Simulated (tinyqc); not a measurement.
From energy lost on the way in back to film thickness d: Rutherford backscattering from a thin compound film on silicon: kinematics, yields, composition and thickness. Computed by tinyqc, a small Python program. Command: `OMP_NUM_THREADS=1 python tinyqc.py 3030930 3030931 out.jsonl rbs inv`. One thread of a shared host (Intel(R) Xeon(R) Processor @ 2.30GHz), about 0.01 s of CPU time with the checks.

Singly charged helium ions (Z1 = 2, M1 = 4.0026 u) enter at the tilt angle a1 to the normal and leave at a2 = |180 - theta - tilt| in the same plane. The film is A B_x.

Inputs (values chosen for the exercise, modelled on a helium beam on WSi2): beam energy E0 = 1.5 MeV; scattering angle theta = 170 degrees; tilt of the sample = 30 degrees; heavy element: mass M_A = 183.8 u; heavy element: stopping eps_A at 2 MeV = 111 1e-15 eV cm^2; light element: mass M_B = 28.09 u; light element: stopping eps_B at 2 MeV = 49.4 1e-15 eV cm^2; atoms of B per atom of A, x = 1.72; atomic density of the film = 73.1 1/nm^3; detector resolution (FWHM) = 14 keV.

Method:
- Kinematic factor K = [(sqrt(M^2 - M1^2 sin^2 theta) + M1 cos theta)/(M + M1)]^2.
- Surface edges lie at K E0; substrate silicon has M = 28.09 u. Mass resolution at M_A = resolution/(E0 dK/dM).
- Stopping per atom eps(E) = eps(2 MeV) (E/2 MeV)^(-0.4) (a law chosen for the exercise); Bragg rule eps_film = (eps_A + x eps_B)/(1 + x); areal density N d, with 1/nm^2 = 0.1 x 1e15/cm^2.
- Width of the signal of element i: [K_i eps(E0)/cos a1 + eps(K_i E0)/cos a2] N d; depth resolution = resolution x d/width of A; energy lost on the way in = eps(E0) N d/cos a1.

Problem. A run gave the result below. Find the film thickness d, known to lie between 21 and 43 nm.

energy lost on the way in = 18.14249 keV

Solution.

Each step takes the trial c = (a f_b - b f_a)/(f_b - f_a), f being the result less the target and a, b, c the logarithms of the listed values; c replaces end b, the old b replaces a if the sign of f changed, and otherwise f_a is halved.

Scan of the range:
```
film thickness d (nm)  energy lost on the way in (keV)
21.0                                           14.3284
23.7                                           16.1706
26.7                                           18.2175
30.0                                           20.4691
33.9                                           23.1301
38.2                                           26.0640
43.0                                           29.3391
```

False position (Illinois rule, in the logarithm of the input) inside the bracket:
```
step    end a    end b    trial  energy lost on the way in (keV)
1     23.7000  26.7000  26.5836                          18.1381
2     26.7000  26.5836  26.5900                          18.1425
3     26.7000  26.5900  26.5900                          18.1425
4     26.5900  26.5900  26.5900                          18.1425
```

Energy lost on the way in rises at every point of a 13-point scan of the range (every second point is shown), so one value fits; it is bracketed by 23.7 and 26.7. The scan shows a pure power law with exponent 1.0000, so scaling from any one row also gives the answer directly. Answer: film thickness d = 26.59 nm.

Caution: the silicon signal of the film merges with that of the substrate, so only the width of A can be read directly.
